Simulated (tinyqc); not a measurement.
# Signal and retention of a DRAM cell: effects of single changes

A stored one starts at Vd and leaks: Cs dV/dt = -I(V), I = a sqrt((V + Vb)/(Vd + Vb)) + b, with a = Ig exp[-(Eg1 q/kB)(1/T - 1/T0)] (generation in a depletion layer) and b = Is exp[-(Es q/kB)(1/T - 1/T0)]. The bit line is precharged to Vd/2, and charge sharing gives the signal (V - Vd/2) Cs/(Cs + Cb).

Inputs (values chosen for the exercise): array voltage Vd = 1.2 V; cell capacitance Cs = 10 fF; bit-line capacitance Cb = 44 fF; smallest signal that the sense amplifier resolves dm = 50 mV; built-in plus back-bias voltage of the storage junction Vb = 1.39 V; junction leakage at V = Vd and T0 Ig = 0.53 fA; voltage-independent leakage at T0 Is = 0.15 fA; activation energy of Is Es = 0.37 eV; reference temperature T0 = 358 K; temperature T = 378 K; deviation of ln(retention time) over the cells sg = 0.98; cells Nc = 1.72e10; refresh interval tr = 32 ms; activation energy of Ig Eg1 = 0.54 eV.

Constants: q = 1.602176634e-19 C, kB = 1.380649e-23 J/K. Results are converted to the units shown.

Each table varies one quantity; the others keep the values above.

## Effect of the bit-line capacitance

The cell fails below Vc = Vd/2 + dm (Cs + Cb)/Cs. With s = sqrt((Vc + Vb)/(Vd + Vb)), the time from Vd to Vc is t = [2 Cs (Vd + Vb)/a] [1 - s - (b/a) ln((a + b)/(a s + b))]. This time is the median of a log-normal spread: failing cells = Nc erfc(z/sqrt 2)/2, z = ln(t/tr)/sg.

Results:
```
Cb (fF)	Vc (V)	retention time (s)	failing cells
15	0.72500	3.0512	28470
30	0.80000	2.5521	67808
45	0.87500	2.0599	1.8412e5
60	0.95000	1.5743	6.0437e5
90	1.1000	0.62189	2.1201e7
105	1.1750	0.15453	9.2967e8
```

Estimate the missing row, Cb = 75 fF.

Computed row:
```
Cb (fF)	Vc (V)	retention time (s)	failing cells
75	1.0250	1.0951	2.6852e6
```

With this row back in the table: Vc rises by dm/Cs = 5.00 mV for each fF, and the retention time falls from 3.05 to 0.155 s; the margin is gone at Cb = 110 fF.

## Failing cells against the refresh interval

Same model as above.

Result of one run:
```
tr (ms)	z	failing cells
2048	0.021934	8.4495e9
```

What becomes of these results when the refresh interval tr is changed from 2048 to 256 ms, all else the same?

Result of the changed run:
```
tr (ms)	z	failing cells
256	2.1438	2.7561e8
```

The whole series:
```
tr (ms)	z	failing cells
16	4.9730	5669.9
32	4.2657	1.7138e5
64	3.5584	3.2088e6
128	2.8511	3.7468e7
256	2.1438	2.7561e8
512	1.4365	1.2973e9
1024	0.72923	4.0064e9
2048	0.021934	8.4495e9
```

Doubling the interval lowers z by ln 2/sg = 0.707 and multiplies the count by 30.2 between the first two rows and by 2.11 between the last two. It is above 1 in every row.

Range of the model: Real arrays also hold a tail of unusually leaky cells and cells whose retention varies in time, which this model lacks.

Numbers from tinyqc (`OMP_NUM_THREADS=1 python tinyqc.py 2130107 2130108 out.jsonl`; about 0.01 s on one thread of a shared Intel Xeon 2.30GHz).
